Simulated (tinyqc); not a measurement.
One level coupled to a phonon between two leads, self-consistent Born approximation: two steps of the calculation.

Wide-band leads with mu_L = +V/2 and mu_R = -V/2; phonons in equilibrium, Nq = 1/(exp(w0/kB T) - 1). Scattering links only energies that differ by w0, so a ladder E_k = E1 + k w0 closes on itself; terms that reach past its ends are dropped. Gn and Gp are the electron and hole parts of the spectral function A = Gn + Gp.

Inputs (values chosen for the exercise):
- T = 77 K (temperature of leads and phonons)
- w0 = 50 meV (phonon energy)
- ed = 73 meV (level)
- GL = 5.4 meV (coupling to the left lead)
- GR = 17 meV (coupling to the right lead)
- M = 10 meV (electron-phonon matrix element)
- V = 73 mV (bias)

Constants: q = 1.602176634e-19 C, kB = 1.380649e-23 J/K, Vt = kB T/q. Results are converted to the units shown.

Task 1. Scattering functions. Sin(E) = M^2 [(Nq + 1) Gn(E + w0) + Nq Gn(E - w0)], Sout(E) = M^2 [(Nq + 1) Gp(E - w0) + Nq Gp(E + w0)]. Nq = 1/(exp(w0/kB T) - 1).

| rung | Gn (1/meV) | Gp (1/meV) |
|---|---|---|
| 0 | 0.0012305433 | 2.6863589e-5 |
| 1 | 8.1300334e-4 | 0.0023804091 |
| 2 | 0.0016502550 | 0.016794460 |
| 3 | 4.1034963e-6 | 0.054044733 |
| 4 | 1.9681137e-10 | 0.0048543267 |
| 5 | 3.5095605e-14 | 0.0016214917 |
| 6 | 9.2389121e-18 | 7.9958764e-4 |

Wanted: Sin; Sout.

Result 1.

| rung | Sin (meV) | Sout (meV) |
|---|---|---|
| 0 | 0.08134 | 1.271e-4 |
| 1 | 0.1652 | 0.003585 |
| 2 | 4.540e-4 | 0.2411 |
| 3 | 8.817e-5 | 1.681 |
| 4 | 2.192e-7 | 5.407 |
| 5 | 1.051e-11 | 0.4857 |
| 6 | 1.875e-15 | 0.1622 |

Task 2. Green functions. |G|^2 = 1/[(E - ed)^2 + (GL + GR + Sin + Sout)^2/4], Gn = |G|^2 (GL fL + GR fR + Sin), Gp = |G|^2 (GL (1 - fL) + GR (1 - fR) + Sout), f = 1/(1 + exp((E - mu)/kB T)). On a single ladder the real part of the phonon self-energy, which needs all energies, is left out.

| rung | E (meV) | Sin (meV) | Sout (meV) |
|---|---|---|---|
| 0 | -60 | 0.081343759 | 1.2714529e-4 |
| 1 | -10 | 0.16517938 | 0.0035848398 |
| 2 | 40 | 4.5399393e-4 | 0.24105476 |
| 3 | 90 | 8.8165110e-5 | 1.6806024 |
| 4 | 140 | 2.1918442e-7 | 5.4074467 |
| 5 | 190 | 1.0513251e-11 | 0.48573466 |
| 6 | 240 | 1.8745689e-15 | 0.16223578 |

Find: Gn after iteration 1; Gp after iteration 1.

Result 2.

| rung | Gn after iteration 1 (1/meV) | Gp after iteration 1 (1/meV) |
|---|---|---|
| 0 | 0.0012350 | 2.6869e-5 |
| 1 | 8.3633e-4 | 0.0023803 |
| 2 | 0.0016469 | 0.016955 |
| 3 | 4.1220e-6 | 0.055485 |
| 4 | 2.4077e-10 | 0.0059388 |
| 5 | 3.5842e-14 | 0.0016560 |
| 6 | 9.3052e-18 | 8.0533e-4 |

Range of the model: The self-consistent Born approximation keeps only non-crossing phonon lines and no Hartree shift; it is rough once the coupling nears the phonon energy.

tinyqc, about 0.06 s, one thread, Intel Xeon 2.30GHz (shared host): `OMP_NUM_THREADS=1 python tinyqc.py 2720020 2720021 out.jsonl`
